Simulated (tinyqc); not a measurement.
# Thickness from the transmission

Inverse problem. A dielectric of barrier phi1 and mass m1 carries the voltage V, so U = phi1 - V x/t1. At E = 0 the WKB exponent is S = (4 t1/(3 V)) sqrt(m1/C) [phi1^1.5 - max(phi1 - V, 0)^1.5], C = hbar^2/(2 m0), and T = exp(-S). Find S, t1 and the field.

Inputs (values chosen for the exercise): barrier of layer 1 above the emitter Fermi level at zero bias phi1 = 3.14 eV; tunnelling mass of layer 1 m1 = 0.5 m0; voltage across the dielectric V = 0.6 V.

Constants: q = 1.602176634e-19 C, hbar = 1.054571817e-34 J s, m0 = 9.1093837015e-31 kg, hbar^2/(2 m0) = 0.0380998212 eV nm^2. Results are converted to the units shown.

T at E = 0 = 2.5092409e-11

Answer. At fixed V the exponent is proportional to t1.

S = 24.41
t1 = 2.000 nm
field = 3.000 MV/cm

Computed by the program tinyqc: `OMP_NUM_THREADS=1 python tinyqc.py 2540049 2540050 out.jsonl`, one thread of a shared Intel Xeon 2.30GHz, about 0.02 s for the whole run.
